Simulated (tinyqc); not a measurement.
Transfer-length model of a contact: one step of the calculation.

A metal contact of length d and width W on a thin layer of the same width. The metal has no resistance, the sheet resistance under it equals Rsh, and current enters the layer at the front edge x = 0.

Task. Contact resistivity. rc = Rsh Lt^2. Short cuts: Rsh A^2 (long contact, Lt = A) and Rc W d (short contact, even current).

Inputs (values chosen for the exercise):
```
symbol,value,unit,meaning
rc,3e-6,ohm cm^2,specific contact resistivity
d,0.34,um,contact length
W,3.4,um,contact width
```

Rsh = 4300.0010 ohm/sq
Rc = 389.15915 ohm
A = 0.30770716 um
converged Lt = 0.26413490 um

Wanted: rc; Rsh A^2; Rc W d.

Result.

rc = 3.000e-6 ohm cm^2
Rsh A^2 = 4.071e-6 ohm cm^2
Rc W d = 4.499e-6 ohm cm^2

The extracted rc is within 0.01 % of the value 3e-6 ohm cm^2 that made the data.

Numbers from tinyqc (`OMP_NUM_THREADS=1 python tinyqc.py 2760037 2760038 out.jsonl`; about 0.01 s on one thread of a shared Intel Xeon 2.30GHz).
